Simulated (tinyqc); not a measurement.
Channel direction: nanosheet or nanowire with hard walls, valleys of the Ge type.

Four ellipsoidal valleys along <111>: inverse mass tensor w = 1/mt + (1/ml - 1/mt) a a^T with a the unit axis. Device axes: x along the channel, z = [001], y = z x x. The Gamma and Delta valleys are left out; the heavy Delta valleys, about 0.18 eV up, lie lowest once the L levels pass about 0.2 eV.

Hard walls around a W x H rectangle. The block w_c of w in (y, z) confines; the transport mass follows from 1/m_x = w_xx - w_xc w_c^-1 w_cx. The cross-section problem c (w_yy ky^2 + 2 w_yz ky kz + w_zz kz^2), c = hbar^2/2m0, is solved in products sin(n pi y/W) sin(l pi z/H), n, l = 1 to 12; if w_yz = 0 the levels are c pi^2 (w_yy n^2/W^2 + w_zz l^2/H^2). The w_yz term couples (n, l) to (n', l') by -2 c w_yz D_nn'(W) D_ll'(H) with D_nm(L) = 4 n m/(L (n^2 - m^2)) for n + m odd and 0 otherwise.

Without degeneracy the line density is N1 exp((EF - Ec)/kB T) with N1 = sum 2 g sqrt(m_x kB T/(4 pi c)) exp(-E/kB T), here over n, l up to 80 where w_yz = 0 and over all levels of a 12 x 12 sine basis otherwise; the classical value is W H Nc with Nc = 2 g_all (m_dos kB T/(4 pi c))^(3/2), m_dos = (ml mt^2)^(1/3); dVt = kB T ln(W H Nc/N1).

Constants: hbar^2/2m0 = 3.80998211 eV angstrom^2; kB = 8.617333262e-05 eV/K.

Inputs chosen for the exercise (near those of Ge; the results hold for these values, not for the real material):
- ml = 1.591 m0 (longitudinal mass)
- mt = 0.081 m0 (transverse mass)
- T = 300 K (temperature)
- g_all = 4 (number of valleys)
- W = 70 angstrom (width, along y)
- H = 32 angstrom (height, along z = [001])

The same rectangle along [100] and [110]; groups ordered by w_zz, then w_yy.

Cases:
```
channel, group
[100] A
[110] A
[110] B
```

Rank the cases by E (eV), lowest first.

Answer: [110] A, [100] A, [110] B.

Lowest level of each group:
```
channel, group  valleys g    w_yy   w_zz  |w_yz|  m_x (m0)  E (eV)
[100] A                 4   8.440  8.440   3.906     0.584  0.3648
[110] A                 2   4.534  8.440   5.524     0.081  0.3196
[110] B                 2  12.346  8.440   0.000     1.088  0.4047
```

The lowest subband has m_x = 0.584 m0 and 4 valleys along [100], and 0.081 m0 and 2 valleys along [110]; its edge lies at 0.3648 and 0.3196 eV. At equal energy above the edge the carriers of the [110] channel are faster by a factor 2.69.

Program tinyqc; command `OMP_NUM_THREADS=1 python tinyqc.py 1281829 1281830 out.jsonl`; about 0.2 s on one thread of a shared Intel(R) Xeon(R) Processor @ 2.30GHz.
